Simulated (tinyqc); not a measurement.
# Deep-level transient spectroscopy: the DLTS spectrum

Schottky contact on an n-type layer with shallow donors Nd (all ionised) and a donor-like deep trap, neutral when filled and positive when empty; depletion approximation. Traps within lam of the depletion edge stay filled. A long pulse to Vp fills the traps beyond x1 = Wp - lam; back at Vr those between x1 and x2 = Wr - lam emit. A rate window reads S = C(t2) - C(t1).

Emission rate en = sn vth(T) Nc(T) exp(-Et/kB T) = sn g T^2 exp(-Et/kB T), g = vth Nc/(300 K)^2, as vth goes as T^0.5 and Nc as T^1.5 (degeneracy factor 1). lam = sqrt(2 eps0 eps_r (EF - ET)/(q Nd)), EF - ET = Et - (kB T/q) ln(Nc(T)/Nd), Nc(T) = Nc (T/300 K)^1.5. In the steady state at the band bending V, 2 eps0 eps_r V/q = Nd W^2 + Nt (W - lam)^2 (the second term only if W > lam). W(t)^2 = Wr^2 + (Nt/Nd)(x2^2 - x1^2) exp(-en t), C = eps0 eps_r/W; for small Nt, dC/C = -(Nt/2 Nd) G exp(-en t) with G = (x2^2 - x1^2)/Wr^2. For an exponential transient S peaks where en = ew = ln(t2/t1)/(t2 - t1).

Parameters, values chosen for the exercise; material values close to those of gallium arsenide:
```
symbol    value   unit                                      meaning
eps_r      12.9                               relative permittivity
Nc      4.35e17  cm^-3   conduction-band density of states at 300 K
vth       4.4e7   cm/s                    thermal velocity at 300 K
Nd       2.2e16  cm^-3                        shallow donor density
Vbi        0.96      V                             built-in voltage
Et         0.51     eV  depth of the trap below the conduction edge
sn      1.9e-16   cm^2                        capture cross-section
Nt       1.8e14  cm^-3                                 trap density
Vr          7.8      V                                 reverse bias
Vp            0      V        reverse bias during the filling pulse
t1            2     ms                          first sampling time
t2            8     ms                         second sampling time
```

Constants: q = 1.602176634e-19 C, kB = 1.380649e-23 J/K, eps0 = 8.8541878128e-14 F/cm where lengths are in cm. Results are converted to the units shown.

Results:

| T (K) | en (1/s) | S (pF/cm^2) |
|---|---|---|
| 294 | 6.319 | 1.341 |
| 306 | 15.08 | 3.072 |
| 317 | 31.65 | 5.962 |
| 340 | 128.7 | 15.39 |
| 352 | 249.8 | 17.51 |
| 363 | 442.2 | 14.32 |
| 375 | 795.1 | 7.569 |
| 386 | 1321 | 2.675 |
| 398 | 2230 | 0.4361 |
| 409 | 3512 | 0.03363 |
| 421 | 5621 | 4.969e-4 |

Estimate the missing row, T = 329 K.

Computed row:

| T (K) | en (1/s) | S (pF/cm^2) |
|---|---|---|
| 329 | 67.36 | 10.71 |

With this row back in the table: S goes from 1.34 through a maximum of 17.5 (at T = 352 K among the rows listed) to 4.97e-4 pF/cm^2; en equals ew = 231 1/s at 350.5 K. Colder, the trap has hardly emitted by t2; warmer, it is empty before t1. Rows above half of the largest S span 329 to 363 K.

Computed by the program tinyqc: `OMP_NUM_THREADS=1 python tinyqc.py 2050041 2050042 out.jsonl`, one thread of a shared Intel Xeon 2.30GHz, about 0.01 s for the whole run.
